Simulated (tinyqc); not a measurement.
Optical gain and spontaneous emission in a bulk direct-gap semiconductor, step by step. Values are carried at full precision from step to step, so a last printed digit may differ when a step is redone from the rounded ones.

F_j(eta) = (1/Gamma(j + 1)) integral_0^infinity x^j dx/(1 + exp(x - eta)), which tends to exp(eta) for eta << 0.

Quasi-Fermi levels: n = Nc F_1/2(Fc/kT) and p = Nv F_1/2(Fv/kT), Fc counted up from the conduction edge and Fv down from the valence edge; Nc, Nv from N = 2 (m kB T/(4 pi c))^(3/2) with c = hbar^2/2m0, in 1/angstrom^3; times 1e24 for 1/cm^3, with me and (mhh^(3/2) + mlh^(3/2))^(2/3).

Constants: hbar^2/2m0 = 3.80998211 eV angstrom^2; kB = 8.617333262e-05 eV/K; fine-structure constant alpha = 0.007297352564; hbar = 6.58211957e-16 eV s; hbar c = 1973.269805 eV angstrom.

Values chosen for the exercise (near those of InP; shifted at random, so the results belong to these values and not to a real crystal): me = 0.0787 m0 (electron mass); mhh = 0.596 m0 (heavy-hole mass); mlh = 0.0847 m0 (light-hole mass); n = 3.4e+18 1/cm^3 (injected density, n = p); T = 400 K; Eg = 1.348 eV (direct gap); Ep = 21.2 eV (Kane energy); nr = 3.34 (refractive index); E = 1.377 eV (photon energy).

## Quasi-Fermi levels

Solve for Fc and Fv.

kT = 0.034469 eV
Nc = 8.530e+17 1/cm^3
Nv = 1.873e+19 1/cm^3
Fc = 0.0938 eV
Fv = -0.0566 eV
Fc + Fv = 0.0372 eV

The separation of the quasi-Fermi levels exceeds the gap, so photons between Eg and Eg + (Fc + Fv) see gain. The quasi-Fermi level of the electrons lies inside the band, that of the holes in the gap.

## Absorption of the empty crystal

Parabolic bands, vertical transitions, no excitons. For each hole band j: mr = me mj/(me + mj); joint density of states J_j(E) = (mr/c)^(3/2) sqrt(E - Eg)/(2 pi^2), both spins, c = hbar^2/2m0; averaged matrix element |e.p|^2 = m0 Ep/6; alpha_j(E) = 4 pi^2 alpha_f c Ep J_j/(3 nr E) in 1/angstrom (alpha_f the fine-structure constant, listed as alpha among the constants), times 1e8 for 1/cm.

Evaluate at E for heavy and light holes.

mr, J and alpha of each hole band:
```
hole   mr (m0)  J (1/(eV angstrom^3))  alpha (1/cm)
heavy  0.06952              2.126e-05        3586.2
light  0.04079              9.559e-06        1612.0
```

The heavy-hole band gives 69 % of the total, 5198 1/cm.

## Occupations and gain at E

For band j the electron sits at Ee = (E - Eg) mr/me above its edge and the hole at Eh = (E - Eg) mr/mj; fe = 1/(1 + exp((Ee - Fc)/kT)), fh = 1/(1 + exp((Eh - Fv)/kT)); gain g = sum_j alpha_j (fe + fh - 1).

Use mr and alpha from the table.

Energies, occupations and gain of each hole band:
```
hole   Ee (eV)  Eh (eV)     fe     fh  g (1/cm)
heavy   0.0256   0.0034  0.879  0.149       100
light   0.0150   0.0140  0.908  0.114        35
```

total gain = 135 1/cm

E - Eg = 0.0290 eV is below Fc + Fv = 0.0372 eV, so both bands give gain (Bernard-Duraffourg).

## Spontaneous emission

Spontaneous rate: R = integral of (nr E/(hbar c))^2/(pi^2 hbar) sum_j alpha_j fe fh dE, with alpha in 1/cm and (nr E/(hbar c))^2 in 1/cm^2 (1e16 per 1/angstrom^2); B = R/(n p); lifetime n/R.

Integrate over photon energy.

R = 7.99e+26 1/(cm^3 s)
B = 6.91e-11 cm^3/s
radiative lifetime = 4.26 ns

## Checks

- B at n = 1e13 1/cm^3 against the van Roosbroeck-Shockley value from alpha and ni^2 (cm^3/s): both 9.21e-11.

Computed by tinyqc, a small Python program: `OMP_NUM_THREADS=1 python tinyqc.py 1680403 1680404 out.jsonl` (the numbers bound the seed that draws the inputs); one thread of a shared host (Intel(R) Xeon(R) Processor @ 2.30GHz), about 0.1 s for the whole set of steps.
